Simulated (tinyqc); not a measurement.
## Pelgrom slope, floor and doping from two device sizes

Question. s^2 = A^2/(L W) + s0^2, with s0 independent of size and A = (q/Cox) sqrt(Na Wd/3) from random dopants alone, Cox = 3.9 eps0/ti. Find A, s0 and Na.

Parameters, values chosen for the exercise:

| symbol | value | unit | meaning |
|---|---|---|---|
| ti | 2 | nm | oxide-equivalent thickness in inversion |

Constants: q = 1.602176634e-19 C, eps0 = 8.8541878128e-14 F/cm where lengths are in cm. Results are converted to the units shown.

s for gate areas 0.023 and 0.7 um^2 (mV): 9.80222776  5.41373971
Wd = 24.0542052 nm

Answer. s^2 is linear in 1/area: slope A^2, intercept s0^2.

A = 1.26 mV um
s0 = 5.20 mV
Na = 2.30e18 cm^-3

Program tinyqc, `OMP_NUM_THREADS=1 python tinyqc.py 2090047 2090048 out.jsonl`; Intel Xeon 2.30GHz, shared host, one thread, about 0.01 s.
